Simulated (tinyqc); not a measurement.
Inside a calculation. Model: trench capacitor in an array: capacitance, non-linearity, leakage and relaxation.

Numbers from tinyqc (`OMP_NUM_THREADS=1 python tinyqc.py 2102182 2102183 out.jsonl`; about 0.01 s on one thread of a shared Intel Xeon 2.30GHz). Printed values are rounded.

A film between two metal electrodes, each interface adding a series capacitance ci. The small-signal permittivity is ek (1 + aq E^2); the field is found with the linear permittivity. Leakage J = J0 sinh(E/Ef). After a voltage step the film passes a relaxation current kr C V tt^(-nr), tt being the time in seconds. The sidewall is a coaxial capacitor with radii a = dm/2 - t and b = dm/2, depth AR dm; the end face is left out.

Values chosen for this exercise; permittivity of the order of that of zirconium oxide:
```
symbol,value,unit,meaning
ek,35.8,,relative permittivity of the film
t,4.4,nm,film thickness
ci,31,uF/cm^2,capacitance of each electrode interface (dead layer and screening)
aq,0.016,cm^2/MV^2,quadratic field coefficient of the permittivity
V,1.1,V,bias
J0,1.6e-10,A/cm^2,leakage prefactor
Ef,0.45,MV/cm,field for an e-fold rise of the leakage
dm,49,nm,diameter of the hole
AR,10,,"aspect ratio, depth over diameter"
pt,73,nm,pitch of the square array
rho,1200,uohm cm,resistivity of the inner electrode
```

Constants: eps0 = 8.8541878128e-14 F/cm where lengths are in cm. Results are converted to the units shown.

## Planar capacitance, field and non-linearity

Planar film: Cf = eps0 ek/t, 1/C = 1/Cf + 2/ci, EOT = 3.9 eps0/C, effective permittivity C t/eps0, E = (V/t) C/Cf; quadratic coefficient [C(V)/C - 1]/V^2 with Cf (1 + aq E^2) in C(V).

Cf = 7.204089 uF/cm^2
C = 4.918206 uF/cm^2
EOT = 0.7021124 nm
effective permittivity = 24.44053
E = 1.706741 MV/cm
quadratic coefficient = 25913.25 ppm/V^2
J = 3.548487e-9 A/cm^2

The interfaces take 31.7 % of the voltage.

## Cell capacitance, fields and time constant

Per length 1/c = ln(b/a)/(2 pi eps0 ek) + (1/a + 1/b)/(2 pi ci); cell capacitance c AR dm; per footprint over pt^2; fields c V/(2 pi eps0 ek r) at r = a and b; resistance of the inner electrode rho AR dm/(pi a^2); time constant R C/3 of the distributed line.

a = 20.1 nm
b = 24.5 nm
cell capacitance = 3.358704 fF
capacitance per footprint = 63.02691 uF/cm^2
field at a = 1.883479 MV/cm
field at b = 1.545221 MV/cm
R = 4.632712 kohm
R C/3 = 5.186637 ps

The array gives 12.8 times the planar capacitance per footprint; curvature makes the field at the inner electrode 1.10 times the planar value.
